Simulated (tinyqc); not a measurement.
Charge neutrality of a doped semiconductor with incomplete ionisation: one step, computed by the program tinyqc. Command: `OMP_NUM_THREADS=1 python tinyqc.py 3014481 3014482 out.jsonl dopant walk`. One thread of a shared host (Intel(R) Xeon(R) Processor @ 2.30GHz), about 0.03 s of CPU time with the checks.

Energies are counted from the top of the valence band; E_D is measured down from the conduction band and E_A up from the valence band.

Problem. The closed form for the extrinsic range. With Boltzmann statistics, no electrons and every donor ionised, p (p + N_D) = p1 (N_A - N_D - p) with p1 = (N_v/g_A) exp(-E_A/k_B T). Take the positive root.

Inputs (values chosen for the exercise, modelled on CdTe):
```
quantity                   value   unit
donor density N_D        1.5e+16  cm^-3
acceptor density N_A       1e+17  cm^-3
acceptor depth E_A        0.0598     eV
acceptor degeneracy g_A        4      -
temperature T                450      K
```

Doping: p-type, compensated. Statistics of the bands: Boltzmann.

N_v = 2.316245e+19 cm^-3

k_B T = 0.03877800 eV

Give: p1; p from the quadratic.

Solution.

p1 = 1.2388e+18 cm^-3

p from the quadratic = 7.9005e+16 cm^-3
